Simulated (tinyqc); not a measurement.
X-ray reflectivity of a thin film on silicon: critical angles, Parratt recursion, fringes and roughness: one step, computed by the program tinyqc. Command: `OMP_NUM_THREADS=1 python tinyqc.py 3120178 3120179 out.jsonl xrr walk`. One thread of a shared host (Intel(R) Xeon(R) Processor @ 2.30GHz), about 0.01 s of CPU time with the checks.

n = 1 - delta + i beta; the classical electron radius is r_e = 2.8179403e-6 nm. Layer 0 is vacuum, 1 the film, 2 the substrate.

Task: Optical constants. delta = r_e lambda^2 rho_e/(2 pi), rho_e = density x electrons per mass x N_A; critical angle sqrt(2 delta), q_c = 4 sqrt(pi r_e rho_e).

Inputs (values chosen for the exercise, modelled on SiO2 on silicon, copper K-alpha radiation):
```
quantity,value,unit
wavelength lambda,0.15406,nm
film density rho,2.17,g/cm^3
"effective electrons per unit mass, film",0.496,mol/g
"beta/delta, film",0.012,-
substrate density,2.33,g/cm^3
"effective electrons per unit mass, substrate",0.507,mol/g
"beta/delta, substrate",0.023,-
```

Constants: N_A = 6.02214076e+23 1/mol.

Give: the table «Constants» with the columns rho_e (1/nm^3), delta, beta, critical angle (degrees), q_c (1/nm), for layer = film, substrate.

Result:

Constants:
```
layer,rho_e (1/nm^3),delta,beta,critical angle (degrees),q_c (1/nm)
film,648.2,6.900e-06,8.280e-08,0.2128,0.3030
substrate,711.4,7.573e-06,1.742e-07,0.2230,0.3174
```

Film and substrate have nearly the same electron density, so the fringes are weak.
